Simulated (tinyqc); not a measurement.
# Threshold-voltage variability of a planar MOSFET, analytic estimates: effect of the oxide-equivalent thickness in inversion

Three independent sources add in quadrature: random dopants in the depleted layer, metal-gate grains of two orientations, and roughness of the two gate edges acting through the roll-off VT = VT(long) - Vr exp(-L/l). These are first-order estimates: no three-dimensional electrostatics, no percolation.

ni = sqrt(Nc Nv) exp(-Eg/(2 Vt)), Eg in volts; Cox = 3.9 eps0/ti; Wd = sqrt(4 eps0 eps_r Vt ln(Na/ni)/(q Na)); dopants: s1 = (q/Cox) sqrt(Na Wd/(3 L W)). Grains: Ng = L W/G^2 (at least 1), s2 = dW sqrt(p (1 - p)/Ng). Edges, with exponential correlation and u = W/La: the mean gate length has sL^2 = 2 De^2 (2/u)[1 - (1 - exp(-u))/u]; s3 = sL (Vr/l) exp(-L/l). s = sqrt(s1^2 + s2^2 + s3^2). l and Vr are held fixed.

Parameters, values chosen for the exercise; material values close to those of silicon:
```
symbol,value,unit,meaning
T,293,K,temperature
Eg,1.14,eV,band gap
eps_r,11.6,,relative permittivity of the semiconductor
Nc,2.74e19,cm^-3,conduction-band density of states at T
Nv,2.52e19,cm^-3,valence-band density of states at T
Na,2.3e18,cm^-3,channel doping
L,25,nm,gate length
W,120,nm,gate width
G,10,nm,metal grain size
dW,0.2,eV,work-function difference of the two grain orientations
p,0.3,,share of the orientation of higher work function
De,1.6,nm,rms roughness of one gate edge
La,20,nm,correlation length of the roughness
l,5.1,nm,decay length of the threshold roll-off
Vr,2.2,V,prefactor of the roll-off
```

Constants: q = 1.602176634e-19 C, kB = 1.380649e-23 J/K, Vt = kB T/q, eps0 = 8.8541878128e-14 F/cm where lengths are in cm. Results are converted to the units shown.

The same in every row: s2 (mV) = 16.73; s3 (mV) = 3.824.

Effect of the oxide-equivalent thickness in inversion:

| ti (nm) | s1 (mV) | s (mV) | s sqrt(L W) (mV um) |
|---|---|---|---|
| 0.8 | 9.156 | 19.45 | 1.066 |
| 1.2 | 13.73 | 21.98 | 1.204 |
| 1.6 | 18.31 | 25.10 | 1.375 |
| 2 | 22.89 | 28.61 | 1.567 |
| 2.4 | 27.47 | 32.39 | 1.774 |
| 2.8 | 32.05 | 36.35 | 1.991 |
| 3.2 | 36.62 | 40.45 | 2.215 |

What does the table show?

As ti goes from 0.8 to 3.2 nm, s rises from 19.5 to 40.4 mV. The largest source is the grains in the first row and the dopants in the last. s1 goes on average as ti^(1.00).

Computed by the program tinyqc: `OMP_NUM_THREADS=1 python tinyqc.py 2090035 2090036 out.jsonl`, one thread of a shared Intel Xeon 2.30GHz, about 0.01 s for the whole run.
